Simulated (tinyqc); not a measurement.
# Band bending at a free surface with a continuum of surface states, surface photovoltage and Kelvin probe: effects of single changes

n-type bulk, xi = Ec - EF = Vt ln(Nc/Nd), p0 = ni^2/Nd, ni = sqrt(Nc Nv) exp(-Eg/(2 Vt)), Eg in volts. b is the upward band bending, u = b/Vt. Space charge per area, in units of q: Qc = sign(b) sqrt((2 eps0 eps_r Vt/q) [(Nd + dn)(exp(-u) - 1) + Nd u + (p0 + dn)(exp(u) - 1)]), with dn the excess density under light (flat quasi-Fermi levels; 0 in the dark). The states hold -Ds (E0 - xi - b): negative while the Fermi level lies above the neutrality level. Neutrality: Qc + Qf + (charge of the states) = 0.

Inputs (values chosen for the exercise); band and dielectric values close to those of 4H silicon carbide: temperature T = 300 K; band gap Eg = 3.27 eV; relative permittivity eps_r = 9.84; conduction-band density of states at T Nc = 1.69e19 cm^-3; valence-band density of states at T Nv = 2.48e19 cm^-3; electron affinity chi = 3.6 eV; donor density Nd = 2e17 cm^-3; fixed positive charge at the surface Qf = 0 cm^-2; work function of the probe tip pt = 5.03 eV; density of surface states Ds = 1.5e13 cm^-2 eV^-1; depth of their neutrality level below the conduction edge E0 = 0.76 eV.

Constants: q = 1.602176634e-19 C, kB = 1.380649e-23 J/K, Vt = kB T/q, eps0 = 8.8541878128e-14 F/cm where lengths are in cm. Results are converted to the units shown.

Each table varies one quantity; the others keep the values above.

## Photovoltage against injection

Under chopped light the surface charge keeps its dark value, so b falls to bL with Qc(bL, dn) = Qc(b, 0); the photovoltage is b - bL.

Photovoltage against injection:
```
dn (cm^-3)	bL (V)	photovoltage (mV)	share of b removed (%)
1.7e8	0.54323	29.365	5.1284
1.7e9	0.50519	67.409	11.773
1.7e10	0.45913	113.47	19.817
1.6e11	0.41040	162.20	28.326
1.6e12	0.35810	214.50	37.460
1.6e13	0.30436	268.24	46.847
1.6e14	0.24963	322.97	56.404
1.5e15	0.19578	376.82	65.808
1.5e16	0.14002	432.58	75.546
1.5e17	0.085251	487.35	85.112
1.4e18	0.040007	532.59	93.013
```

The photovoltage rises from 29.4 to 533 mV, towards the full b = 573 mV. Its steepest rise is 55.8 mV a decade (Vt ln 10 = 59.5 mV), and it reaches 93.0 % of b in the last row: even strong light does not flatten the bands fully, so a saturation reading understates b. For dn = 1.4e18 the injection is high, and a Dember voltage, left out here, adds to the signal.

## Kelvin-probe contrast of the doping

Same model as above.

Work function chi + xi + b; contact potential difference CPD = (work function of the sample) - pt. b solves the neutrality condition in the dark.

Results:
```
Nd (cm^-3)	xi (eV)	b (V)	CPD (mV)
9.5e13	0.3125	0.4461	-671.4
3.8e14	0.2767	0.4804	-672.9
6.2e15	0.2045	0.5430	-682.4
2.5e16	0.1685	0.5660	-695.5
1e17	0.1326	0.5758	-721.6
4e17	0.09678	0.5615	-771.8
1.6e18	0.06094	0.5063	-862.8
```

Estimate the missing row, Nd = 1.5e15 cm^-3.

Computed row:
```
Nd (cm^-3)	xi (eV)	b (V)	CPD (mV)
1.5e15	0.2412	0.5129	-675.9
```

With this row back in the table: xi falls by 252 mV over the table and the CPD by 191 mV; b goes from 0.446 through a maximum of 0.576 (at Nd = 1e17 cm^-3 among the rows listed) to 0.506 V. Between the first two rows the CPD follows 4.19 % of the change of xi, and between the last two 254 %. It is below 100 % where b rises with the doping (pinning hides it). It exceeds 100 % where b falls as the doping rises.

Computed by the program tinyqc: `OMP_NUM_THREADS=1 python tinyqc.py 2430022 2430023 out.jsonl`, one thread of a shared Intel Xeon 2.30GHz, about 0.01 s for the whole run.
